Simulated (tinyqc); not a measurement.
Comparisons within one model: band edges of strained Si(1-x)Ge(x) on relaxed Si(1-y)Ge(y). A value that a table varies takes the place of the one given here.

Values are linear in the Ge fraction but for ED(x) = linear - CD x (1 - x) and a(x) = linear - Ca x (1 - x). Energies are on the common scale of Ev.

Coherent growth on a (110) face: e_par = (a(y) - a(x))/a(x), e_perp = -(C11 + 3 C12 - 2 C44)/(C11 + C12 + 2 C44) e_par; exx = eyy = (e_par + e_perp)/2, ezz = e_par, exy = (e_perp - e_par)/2, eyz = ezx = 0.

A valley with unit axis u lies at Ev + gap + (av + a_valley) tr(e) + Xu (u.e.u - tr(e)/3); the Delta axes are x, y, z and the L axes [111], [1-1-1], [-11-1], [-1-11]. The second-order shift of the Delta valleys under shear is left out; it lowers the pair normal to the sheared plane by tens of meV at a shear of 1 %.

Valence edges: Ev plus the levels of the 6 x 6 matrix of X, Y, Z times spin with -Dso/3 + l exx + m (eyy + ezz) on the diagonal (cyclic), n exy off it, l = av + 2 b, m = av - b, n = sqrt(3) d. Spin-orbit term (Dso/3) L.sigma on X, Y, Z with (L_k)_ij = -i epsilon_kij: <X+|H|Y+> = -i Dso/3, <X+|H|Z-> = Dso/3, <Y+|H|Z-> = -i Dso/3, <Z+|H|X-> = -Dso/3, <Z+|H|Y-> = i Dso/3, <X-|H|Y-> = i Dso/3, and their conjugates; + and - are the spin along z.

Coherent growth: e_par = (a(y) - a(x))/a(x). (001): e_perp = -2 (C12/C11) e_par; exx = eyy = e_par, ezz = e_perp, no shear. (111): e_perp = -(2 C11 + 4 C12 - 4 C44)/(C11 + 2 C12 + 4 C44) e_par; exx = eyy = ezz = (2 e_par + e_perp)/3 and exy = eyz = ezx = (e_perp - e_par)/3. (110): e_perp = -(C11 + 3 C12 - 2 C44)/(C11 + C12 + 2 C44) e_par; exx = eyy = (e_par + e_perp)/2, ezz = e_par, exy = (e_perp - e_par)/2, eyz = ezx = 0.

Parameters, chosen for this exercise (end members near Si and Ge, in this order; shifted at random, so the results belong to these values and not to a real crystal):

| symbol | value | unit | meaning |
|---|---|---|---|
| a | (5.423, 5.666) | angstrom | lattice constant |
| Dso | (0.044, 0.289) | eV | spin-orbit splitting |
| av | (2.43, 1.24) | eV | valence hydrostatic potential |
| b | (-2.1, -2.53) | eV | tetragonal shear potential |
| d | (-4.87, -5.34) | eV | trigonal shear potential |
| C11 | (166.2, 130.1) | GPa |  |
| C12 | (63.1, 48.6) | GPa |  |
| C44 | (80.3, 66.3) | GPa |  |
| Ev | (0, 0.62) | eV | top of the unstrained valence band |
| ED | (1.149, 0.938) | eV | gap to the Delta valleys |
| EL | (1.974, 0.728) | eV | gap to the L valleys |
| aD | (1.66, 1.19) | eV | hydrostatic potential of the Delta gap |
| aL | (-3.23, -2.92) | eV | hydrostatic potential of the L gap |
| XuD | (9.08, 9.24) | eV | uniaxial potential, Delta |
| XuL | (16.27, 15.02) | eV | uniaxial potential, L |
| CD | 0.226 | eV | bowing of the Delta gap |
| Ca | 0.025 | angstrom | bowing of the lattice constant |
| face | 110 |  | growth face |
| y | 0.43 |  | Ge fraction of the relaxed buffer |
| x | 0 |  | Ge fraction of the layer |

## Composition of the layer

The buffer is kept. dEc = Ec(buffer) - Ec(layer), dEv = Ev(layer) - Ev(buffer); buffer edges Ev(y) and Ev(y) + min(ED, EL). The digit behind Delta or L counts whole valleys.

Results:

| x | e_par (%) | lowest valleys | gap (eV) | next valleys above (meV) | valence splitting (meV) | dEc (eV) | dEv (eV) |
|---|---|---|---|---|---|---|---|
| 0.00 | 1.81 | Delta4 | 1.022 | 124 | 196 | 0.050 | -0.070 |
| 0.14 | 1.23 | Delta4 | 1.014 | 84 | 128 | 0.047 | -0.057 |
| 0.28 | 0.64 | Delta4 | 1.009 | 44 | 61 | 0.031 | -0.037 |
| 0.56 | -0.57 | Delta2 | 0.914 | 39 | 41 | 0.000 | 0.089 |
| 0.70 | -1.19 | Delta2 | 0.825 | 81 | 75 | -0.011 | 0.189 |
| 0.84 | -1.82 | Delta2 | 0.746 | 51 | 104 | -0.035 | 0.293 |
| 0.98 | -2.46 | L2 | 0.576 | 98 | 129 | 0.026 | 0.400 |

The gap is 1.022 eV in the first row and 0.576 eV in the last. The lowest valleys change: Delta4 to Delta2 between x = 0.28 and 0.56, Delta2 to L2 between x = 0.84 and 0.98. Per 0.1 of x the valence offset moves by +48 meV on average; the conduction offset lies between -35 and +50 meV, not monotonically. Both carriers sit on one side for x = 0.56 and 0.98, and on opposite sides elsewhere. Offsets below about 30 meV are within the spread of parameter sets, so those rows do not settle the type. Strains above 2 % can be kept only in layers of a few nanometres.

## Composition of the buffer

The layer is kept. dEc = Ec(buffer) - Ec(layer), dEv = Ev(layer) - Ev(buffer); buffer edges Ev(y) and Ev(y) + min(ED, EL). The digit behind Delta or L counts whole valleys.

Results:

| y | e_par (%) | lowest valleys | gap (eV) | next valleys above (meV) | valence splitting (meV) | dEc (eV) | dEv (eV) |
|---|---|---|---|---|---|---|---|
| 0.08 | 0.32 | Delta4 | 1.132 | 22 | 31 | 0.004 | -0.020 |
| 0.16 | 0.65 | Delta4 | 1.109 | 45 | 67 | 0.010 | -0.034 |
| 0.24 | 0.99 | Delta4 | 1.084 | 68 | 104 | 0.019 | -0.046 |
| 0.31 | 1.29 | Delta4 | 1.062 | 88 | 138 | 0.029 | -0.055 |
| 0.39 | 1.64 | Delta4 | 1.036 | 112 | 177 | 0.042 | -0.065 |
| 0.47 | 1.99 | Delta4 | 1.009 | 136 | 216 | 0.059 | -0.074 |
| 0.55 | 2.35 | Delta4 | 0.982 | 160 | 256 | 0.078 | -0.083 |

The gap is 1.132 eV in the first row and 0.982 eV in the last. The lowest valleys are Delta4 throughout. Per 0.1 of y the valence offset moves by -13 meV on average; the conduction offset lies between +4 and +78 meV. Electrons and holes sit on opposite sides in every row (type II). Offsets below about 30 meV are within the spread of parameter sets, so those rows do not settle the type. Strains above 2 % can be kept only in layers of a few nanometres.

## The same layer on three faces

dEc = Ec(buffer) - Ec(layer), dEv = Ev(layer) - Ev(buffer); buffer edges Ev(y) and Ev(y) + min(ED, EL). The digit behind Delta or L counts whole valleys.

Results:

| face | e_par (%) | lowest valleys | gap (eV) | next valleys above (meV) | valence splitting (meV) | dEc (eV) | dEv (eV) | Delta spread (meV) | L spread (meV) |
|---|---|---|---|---|---|---|---|---|---|
| (001) | 1.81 | Delta2 | 0.872 | 290 | 188 | 0.222 | -0.091 | 290 | 0 |
| (111) | 1.81 | Delta6 | 1.063 | 404 | 206 | 0.004 | -0.064 | 0 | 375 |
| (110) | 1.81 | Delta4 | 1.022 | 124 | 196 | 0.050 | -0.070 | 124 | 295 |

On (001) only the Delta valleys split (290 meV), on (111) only the L valleys (375 meV), on (110) both (124 and 295 meV). The lowest valleys are Delta2 on (001), Delta6 on (111) and Delta4 on (110); the smallest gap is 0.872 eV on (001) and the largest 1.063 eV on (111).

## What each parameter does

dEc = Ec(buffer) - Ec(layer), dEv = Ev(layer) - Ev(buffer); buffer edges Ev(y) and Ev(y) + min(ED, EL). Each row changes one parameter from the base and keeps the others.

Results:

| case | gap (eV) | valence splitting (meV) | dEc (eV) | dEv (eV) |
|---|---|---|---|---|
| base | 1.0225 | 196.5 | 0.0504 | -0.0700 |
| x = 0.03 | 1.0200 | 182.2 | 0.0506 | -0.0677 |
| y = 0.46 | 1.0124 | 211.4 | 0.0567 | -0.0734 |
| CD = 0.276 eV | 1.0225 | 196.5 | 0.0381 | -0.0700 |
| C12 = (72.565, 55.89) GPa | 1.0135 | 204.5 | 0.0564 | -0.0670 |
| XuL = (18.71, 17.273) eV | 1.0225 | 196.5 | 0.0504 | -0.0700 |
| b = (-2.415, -2.909) eV | 1.0183 | 206.6 | 0.0504 | -0.0658 |
| Ev = (0, 0.713) eV | 1.0225 | 196.5 | 0.0904 | -0.1100 |
| d = (-5.6, -6.141) eV | 1.0055 | 215.5 | 0.0504 | -0.0530 |

The largest shifts from the base row, up to three for each result and ties (the steps differ in size, so this ranks the rows, not the parameters). gap (eV): d -0.0170, y -0.0101, C12 -0.0090; unchanged at the printed digits by CD, XuL and Ev. valence splitting (meV): d +19.0, y +14.9, x -14.3; unchanged at the printed digits by CD, XuL and Ev. dEc (eV): Ev +0.0400, CD -0.0123, y +0.0064; unchanged at the printed digits by XuL, b and d. dEv (eV): Ev -0.0400, d +0.0170, b +0.0042; unchanged at the printed digits by CD and XuL. The lowest valleys of the layer are Delta4, so among the conduction-band potentials only those of that family reach the gap and dEc; the buffer is unstrained. A shift large enough to swap the lowest family would change that.

Run: tinyqc, `OMP_NUM_THREADS=1 python tinyqc.py 1050093 1050094 out.jsonl`; Intel(R) Xeon(R) Processor @ 2.30GHz, one thread, shared host; about 0.01 s of CPU time with all checks.
